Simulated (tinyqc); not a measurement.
Quantum-well laser, gain and threshold: effect of the temperature.

One electron and one heavy-hole subband per well, parabolic, with equal sheet densities n of electrons and holes; k-conserving transitions, TE polarisation, no line broadening, so the gain starts as a step at E0 and peaks there. All wells are pumped alike.

Nc = me kB T/(pi hbar^2), Nv = mh kB T/(pi hbar^2), mr = me mh/(me + mh) in m0, g0(E) = q^2 Ep mr/(4 nr eps0 c hbar E Lw) (squared momentum element m0 Ep/4, joint density of states mr/(pi hbar^2 Lw) for both spins). Peak gain g(n) = g0(E0)[1 - exp(-n/Nc) - exp(-n/Nv)]. Mirror loss am = ln(1/(R1 R2))/(2 Lc); threshold gain gth = (ai + am)/(Nw Gw). nth solves g(n) = gth and ntr solves g(n) = 0. Jth = q Nw (A n + B n^2 + C n^3)/eta at n = nth, Ith = Jth Wd Lc; differential efficiency of both facets eta am/(ai + am).

Inputs (values chosen for the exercise); well values close to those of gallium arsenide:
- E0 = 1.41 eV (lowest transition energy)
- me = 0.0644 m0 (in-plane electron mass)
- mh = 0.364 m0 (in-plane hole mass)
- Ep = 28.3 eV (Kane energy)
- nr = 3.8 (refractive index)
- Lw = 4 nm (well width)
- Nw = 4 (number of wells)
- Gw = 0.025 (optical confinement per well)
- ai = 15 1/cm (internal loss)
- Lc = 1000 um (cavity length)
- R1 = 0.32 (front reflectance)
- R2 = 0.32 (back reflectance)
- A = 2.9e7 1/s (defect recombination coefficient)
- B = 0.00015 cm^2/s (radiative coefficient per well)
- C = 1.3e-18 cm^4/s (Auger coefficient per well)
- eta = 0.76 (injection efficiency)
- Wd = 5 um (stripe width)

Constants: q = 1.602176634e-19 C, kB = 1.380649e-23 J/K, eps0 = 8.8541878128e-12 F/m, hbar = 1.054571817e-34 J s, m0 = 9.1093837015e-31 kg, c = 299792458 m/s. Results are converted to the units shown.

The same in every row: gth (1/cm) = 263.94; differential efficiency = 0.32809.

Effect of the temperature:

| T (K) | ntr (cm^-2) | nth (cm^-2) | Jth (A/cm^2) | Ith (mA) |
|---|---|---|---|---|
| 200 | 6.8272e11 | 7.0323e11 | 80.131 | 4.0066 |
| 230 | 7.8513e11 | 8.0872e11 | 103.08 | 5.1541 |
| 260 | 8.8754e11 | 9.1420e11 | 128.91 | 6.4454 |
| 290 | 9.8995e11 | 1.0197e12 | 157.62 | 7.8808 |
| 320 | 1.0924e12 | 1.1252e12 | 189.21 | 9.4606 |
| 350 | 1.1948e12 | 1.2307e12 | 223.71 | 11.185 |
| 380 | 1.2972e12 | 1.3361e12 | 261.11 | 13.055 |
| 410 | 1.3996e12 | 1.4416e12 | 301.42 | 15.071 |

As T goes from 200 to 410 K, gth stays at 264 1/cm, Jth rises from 80.1 to 301 A/cm^2 and Ith rises from 4.01 to 15.1 mA. With A, B, C and the losses fixed, ntr and nth are proportional to T; written as exp(T/T0), Jth has T0 = 159 K over the range.

Program tinyqc, `OMP_NUM_THREADS=1 python tinyqc.py 2840123 2840124 out.jsonl`; Intel Xeon 2.30GHz, shared host, one thread, about 0.02 s.
